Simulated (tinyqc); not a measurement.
# Yield against design margin

Cells fail independently with probability Q(k) = erfc(k/sqrt(2))/2 when the margin is k standard deviations, and Y = exp(-Nb Q(k)). phi = exp(-k^2/2)/sqrt(2 pi).  k = margin/s(dVT). With one spare that repairs any one cell, Y1 = exp(-x)(1 + x), x = Nb Q(k).

Parameters, values chosen for the exercise: number of cells Nb = 8388608.

s(dVT) = 58.9 mV

Yield against design margin:
```
M (mV),k,Q(k),expected failures x,Y,Y1
280,4.754,9.980e-7,8.372,2.312e-4,0.002167
301,5.110,1.608e-7,1.349,0.2596,0.6097
315,5.348,4.445e-8,0.3729,0.6887,0.9456
329,5.586,1.164e-8,0.09761,0.9070,0.9955
350,5.942,1.405e-9,0.01179,0.9883,0.9999
371,6.299,1.500e-10,0.001258,0.9987,1.000
392,6.655,1.413e-11,1.185e-4,0.9999,1.000
420,7.131,4.992e-13,4.188e-6,1.000,1.000
```

Over a change of the margin from 280 to 420 mV, k goes from 4.75 to 7.13, the expected failures fall by 6.3 decades and the yield goes from 2.31e-4 to 1.000. The spare helps most at M = 301 mV among the rows, where it lifts the yield from 0.260 to 0.610.

tinyqc, about 0.01 s, one thread, Intel Xeon 2.30GHz (shared host): `OMP_NUM_THREADS=1 python tinyqc.py 2090136 2090137 out.jsonl`
